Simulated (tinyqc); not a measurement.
Floating body of a partially depleted SOI transistor: body voltage and kink: one step of the calculation.

Source at 0 V. Channel current Ic = 2 nf K Vt^2 [F(0) - F(Vd)](1 + la Vd), F(V) = ln^2(1 + exp((Vg - VT - nf V)/(2 nf Vt))), VT = VT0 - gb Vb. Saturation voltage Vs = 2 Vt sqrt(F(0)) + 3 Vt, excess Ve = (Vd - Vs + sqrt((Vd - Vs)^2 + 0.0004 V^2))/2, multiplication M1 = Ai Ve exp(-Bl/Ve). Each junction passes D(v) = J1 (exp(v/Vt) - 1) + J2 (exp(v/(2 Vt)) - 1). Bipolar current Ib = bb J1 (exp(Vb/Vt) - 1). The body settles where M1 (Ic + Ib) = D(Vb) + D(Vb - Vd) + Vb/Rb; drain current Id = (1 + M1)(Ic + Ib) - D(Vb - Vd).

Question. New Vb. Current into the body I_in = M1 (Ic + Ib) - D(Vb - Vd), current out I_out = D(Vb) + Vb/Rb; f = ln(I_in/I_out), s = df/dVb by central differences over 1e-5 V, Vb(new) = Vb - f/s.

Inputs (values chosen for the exercise); values of the order met in partially depleted silicon-on-insulator transistors: temperature T = 358 K; threshold at zero body voltage VT0 = 0.31 V; fall of the threshold per volt of body voltage gb = 0.32; slope factor nf = 1.23; gain factor per width K = 210 uA/(V^2 um); channel-length modulation factor la = 0.05 1/V; impact-ionisation prefactor Ai = 3.66 1/V; impact-ionisation voltage Bl = 5.2 V; diffusion saturation current of each junction J1 = 1.4e-10 uA/um; recombination saturation current of each junction J2 = 3.5e-8 uA/um; gain of the lateral bipolar transistor on the diffusion current bb = 0.5; resistance of a weak body tie to the source (1e9 stands for no tie, and the term is then dropped) Rb = 1e9 kohm um; gate voltage Vg = 0.41 V; drain voltage Vd = 2.4 V.

Constants: q = 1.602176634e-19 C, kB = 1.380649e-23 J/K, Vt = kB T/q. Results are converted to the units shown.

Vb at the start = 0.87 V

Give: Ic; Ve; M1; I_in; I_out; f; s; Vb after iteration 1.

Answer.

Ic = 13.73 uA/um
Ve = 1.999 V
M1 = 0.5431
I_in = 74.68 uA/um
I_out = 247.6 uA/um
f = -1.199
s = -3.531 1/V
Vb after iteration 1 = 0.5306 V

Range of the model: The multiplication law is an empirical form chosen for the exercise; self-heating and capacitive coupling to the body are left out, and the linear laws are rough once Vb passes about 0.7 V or M1 about 0.1.

Computed by the program tinyqc: `OMP_NUM_THREADS=1 python tinyqc.py 2182023 2182024 out.jsonl`, one thread of a shared Intel Xeon 2.30GHz, about 0.2 s for the whole run.
